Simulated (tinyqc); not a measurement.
Inside a calculation. Model: MOS inversion layer, Poisson-Schroedinger loop.

Computed by the program tinyqc: `OMP_NUM_THREADS=1 python tinyqc.py 2160122 2160123 out.jsonl`, one thread of a shared Intel Xeon 2.30GHz, about 1 s for the whole run. Printed values are rounded.

Electrons confined at an insulator interface at z = 0, treated as a hard wall; parabolic valleys, Hartree approximation, no image or exchange terms. The depletion charge lies far deeper than the electrons and gives a uniform field q Nd/(eps0 eps_r); the gate balances all charge. Energies are counted from the band edge at the interface.

Parameters, values chosen for the exercise; masses and permittivity close to those of germanium (111):
- T = 77 K (temperature)
- eps_r = 16.2 (relative permittivity)
- mz1 = 1.62 m0 (mass along z of valley set A (1 valley(s)))
- md1 = 0.0805 m0 (in-plane density-of-states mass of set A)
- mz2 = 0.0912 m0 (mass along z of valley set B (3 valley(s)))
- md2 = 0.336 m0 (in-plane density-of-states mass of set B)
- Ns = 1.5e12 cm^-2 (sheet density of electrons)
- Nd = 1.2e12 cm^-2 (sheet density of depletion charge)
- dE = 0 eV (extra shift of set B (strain))
- hz = 1.3 nm (mesh step)
- a = 0.5 (mixing factor)

Constants: q = 1.602176634e-19 C, kB = 1.380649e-23 J/K, hbar = 1.054571817e-34 J s, m0 = 9.1093837015e-31 kg, Vt = kB T/q, eps0 = 8.8541878128e-14 F/cm where lengths are in cm, hbar^2/(2 m0) = 0.0380998212 eV nm^2. Results are converted to the units shown.

## Fixed part of the potential

z, node 1 to 16 (nm): 1.3  2.6  3.9  5.2  6.5  7.8  9.1  10.4  11.7  13  14.3  15.6  16.9  18.2  19.5  20.8

V0 = q Nd z/(eps0 eps_r) in eV.

fixed potential V0, node 1 to 16 (eV): 0.0174249  0.0348499  0.0522748  0.0696998  0.0871247  0.1045496  0.1219746  0.1393995  0.1568244  0.1742494  0.1916743  0.2090993  0.2265242  0.2439491  0.2613741  0.2787990

## Round 1: levels and probability densities

self-consistent potential U at the start, node 1 to 16 (eV): 0  0  0  0  0  0  0  0  0  0  0  0  0  0  0  0

Tridiagonal Hamiltonian with psi = 0 one step beyond both ends: H_ii = C (1/m_(i-1/2) + 1/m_(i+1/2))/hz^2 + V0_i + U_i (+ dE for the set B), H_(i,i+1) = -C/(m_(i+1/2) hz^2), C = hbar^2/(2 m0). The lowest 2 level(s) of each valley set are kept, normalised to hz sum |psi|^2 = 1. The mass is the same on all intervals.

levels (eV): A1 0.0362947, A2 0.0607754, B1 0.0979688, B2 0.1703917

```
node  |psi|^2 of A1 (1/nm)  |psi|^2 of A2 (1/nm)  |psi|^2 of B1 (1/nm)  |psi|^2 of B2 (1/nm)
1                0.5245074             0.2010030             0.0505937             0.0478815
2                0.2175629             0.2499397             0.1418064             0.0913432
3                0.0256696             0.2671215             0.1866754             0.0483666
4                0.0014423             0.0475369             0.1662039             0.0010584
5                0.0000476             0.0034858             0.1133540             0.0282614
6                0.0000010             0.0001402             0.0629562             0.0974233
7                0.0000000             0.0000036             0.0295223             0.1391335
8                0.0000000             0.0000001             0.0119718             0.1301955
9                0.0000000             0.0000000             0.0042706             0.0920562
10               0.0000000             0.0000000             0.0013574             0.0525954
11               0.0000000             0.0000000             0.0003883             0.0252317
12               0.0000000             0.0000000             0.0001008             0.0104099
13               0.0000000             0.0000000             0.0000238             0.0037441
14               0.0000000             0.0000000             0.0000051             0.0011727
15               0.0000000             0.0000000             0.0000010             0.0003059
16               0.0000000             0.0000000             0.0000001             0.0000514
```

## Round 1: Fermi level and occupations

Level k holds N_k = D_k Vt ln(1 + exp((EF - E_k)/Vt)) with D = md1 m0 q/(pi hbar^2) for the set A, D = 3 md2 m0 q/(pi hbar^2) for the set B per eV (spin included); EF is fixed by sum N_k = Ns.

EF = 0.06946085 eV
N_k (cm^-2): A1 1.116792e12, A2 3.454169e11, B1 3.779076e10, B2 6.920374e5

## Round 1: density, output potential and mixing

n_i = sum_k N_k |psi_k|^2 (converted to cm^-3). Hartree part by Gauss: on the interval before node i the electrons still beyond are S_i = Ns - hz sum_(j<i) n_j, and U_i = U_(i-1) + q S_i hz/(eps0 eps_r) in eV, U_0 = 0 at the interface. Mixing: U(new) = U + a (U(out) - U).

```
node  n (1e18 cm^-3)  U(out) (eV)  U after round 1 (eV)
1           6.571073   0.02178117            0.01089059
2           3.346648   0.03115812            0.01557906
3           1.279905   0.03421759            0.01710880
4           0.243117   0.03486099            0.01743049
5           0.055410   0.03504545            0.01752272
6           0.024288   0.03512531            0.01756266
7           0.011170   0.03515933            0.01757967
8           0.004525   0.03517226            0.01758613
9           0.001615   0.03517665            0.01758832
10          0.000513   0.03517799            0.01758899
11          0.000147   0.03517836            0.01758918
12          0.000038   0.03517845            0.01758923
13          0.000009   0.03517847            0.01758924
14          0.000002   0.03517848            0.01758924
15          0.000000   0.03517848            0.01758924
16          0.000000   0.03517848            0.01758924
```

## Round 2: levels and probability densities

As before.

levels (eV): A1 0.0485455, A2 0.0758800, B1 0.1145657, B2 0.1872803

```
node  |psi|^2 of A1 (1/nm)  |psi|^2 of A2 (1/nm)  |psi|^2 of B1 (1/nm)  |psi|^2 of B2 (1/nm)
1                0.5794428             0.1599737             0.0535075             0.0495323
2                0.1729342             0.3216266             0.1458660             0.0912015
3                0.0160729             0.2470215             0.1878688             0.0459004
4                0.0007586             0.0379807             0.1646163             0.0005910
5                0.0000219             0.0025312             0.1108822             0.0307900
6                0.0000004             0.0000948             0.0609545             0.1002333
7                0.0000000             0.0000023             0.0283339             0.1400692
8                0.0000000             0.0000000             0.0114019             0.1293567
9                0.0000000             0.0000000             0.0040394             0.0905938
10               0.0000000             0.0000000             0.0012759             0.0513686
11               0.0000000             0.0000000             0.0003629             0.0244873
12               0.0000000             0.0000000             0.0000937             0.0100476
13               0.0000000             0.0000000             0.0000220             0.0035966
14               0.0000000             0.0000000             0.0000047             0.0011218
15               0.0000000             0.0000000             0.0000009             0.0002916
16               0.0000000             0.0000000             0.0000001             0.0000489
```

## Round 2: Fermi level and occupations

As before.

EF = 0.08317990 eV
N_k (cm^-2): A1 1.165869e12, A2 3.095800e11, B1 2.455039e10, B2 4.292184e5

## Round 2: density, output potential and mixing

As before.

```
node  n (1e18 cm^-3)  U(out) (eV)  U after round 2 (eV)
1           7.263928   0.02178117            0.01633588
2           3.047689   0.02985022            0.02271464
3           0.998241   0.03216613            0.02463746
4           0.166839   0.03259767            0.02501408
5           0.035313   0.03271426            0.02511849
6           0.015263   0.03276419            0.02516343
7           0.006964   0.03278531            0.02518249
8           0.002800   0.03279329            0.02518971
9           0.000992   0.03279598            0.02519215
10          0.000313   0.03279680            0.02519289
11          0.000089   0.03279702            0.02519310
12          0.000023   0.03279708            0.02519315
13          0.000005   0.03279709            0.02519316
14          0.000001   0.03279709            0.02519317
15          0.000000   0.03279709            0.02519317
16          0.000000   0.03279709            0.02519317
```

## Course of the self-consistent loop

Start from U = 0. Stop when the largest |U(out) - U| is below 1e-7 eV, or after 120 rounds.

Course of the iteration:
```
round  level A1 (eV)     EF (eV)  largest |U(out) - U| (eV)
1         0.03629470  0.06946085                     0.0352
2         0.04854546  0.08317990                     0.0152
3         0.05439771  0.08955614                    6.89e-3
4         0.05726136  0.09260732                    3.22e-3
5         0.05867426  0.09408729                    1.54e-3
6         0.05937428  0.09481125                    7.50e-4
7         0.05972200  0.09516751                    3.68e-4
8         0.05989502  0.09534357                    1.81e-4
9         0.05998123  0.09543085                    8.94e-5
10        0.06002422  0.09547422                    4.43e-5
11        0.06004567  0.09549580                    2.20e-5
12        0.06005638  0.09550656                    1.09e-5
13        0.06006173  0.09551193                    5.45e-6
14        0.06006440  0.09551460                    2.71e-6
15        0.06006573  0.09551594                    1.35e-6
16        0.06006640  0.09551661                    6.75e-7
17        0.06006673  0.09551694                    3.37e-7
18        0.06006690  0.09551711                    1.68e-7
19        0.06006698  0.09551719                    8.40e-8
```

Converged in 19 rounds. Towards the end the residual shrinks by a factor of about 0.50 a round.

## Converged levels, occupations and centroid

converged U, node 1 to 16 (eV): 0.02178109  0.02917152  0.03118344  0.03154037  0.03163369  0.03167336  0.03169010  0.03169641  0.03169853  0.03169917  0.03169935  0.03169940  0.03169941  0.03169941  0.03169941  0.03169941

Solve for the levels with V0 + U, find EF, n_i = sum_k N_k |psi_k|^2 (in cm^-3); share of each level N_k/Ns; centroid sum n z/sum n.

levels (eV): A1 0.0600670, A2 0.0891260, B1 0.1283419, B2 0.2011181
EF = 0.09551719 eV
shares (%): A1 79.54417, A2 19.13706, B1 1.31875, B2 0.00002
n, node 1 to 16 (in units of 1e18 cm^-3): 7.623418  2.849239  0.876724  0.139646  0.028414  0.012153  0.005527  0.002216  0.000784  0.000247  0.000070  0.000018  0.000004  0.000001  0.000000  0.000000
centroid = 1.891971 nm

An 800-node mesh to 36 nm with 8 levels a set gives A1 = 0.05964 eV, EF = 0.09671 eV and a centroid of 1.911 nm; the levels kept above hold 99.4 % of the electrons there. The coarse centroid is 0.99 % below the fine one.

## Closed-form estimates

Triangular well: E_k = a_k (C F^2/mz)^(1/3), a_1 = 2.338107, a_2 = 4.087949, C = hbar^2/(2 m0), F in eV/nm. Fang-Howard (all electrons in the lowest level of set A): b^3 = 6 (mz1/C) q (Nd + 11 Ns/32)/(eps0 eps_r), centroid 3/b, level C b^2/(4 mz1) + (3/b) q (Nd + 11 Ns/16)/(eps0 eps_r). Use F = q (Nd + Ns)/(eps0 eps_r), the surface field, and F = q (Nd + Ns/2)/(eps0 eps_r).

A1 with the surface field = 0.06490439 eV
A1 with Nd + Ns/2 = 0.05224619 eV
A2 with Nd + Ns/2 = 0.09134729 eV
b = 1.697217 1/nm
Fang-Howard centroid = 1.767599 nm
Fang-Howard level = 0.06098979 eV

Against the self-consistent A1 = 0.05964 eV on a fine mesh, the surface-field estimate is 8.8 % above it, the half-charge one 12 % below it and Fang-Howard 2.3 % above it. A1 holds 83.2 % of the electrons, and the Fang-Howard centroid is 7.5 % below the full one.
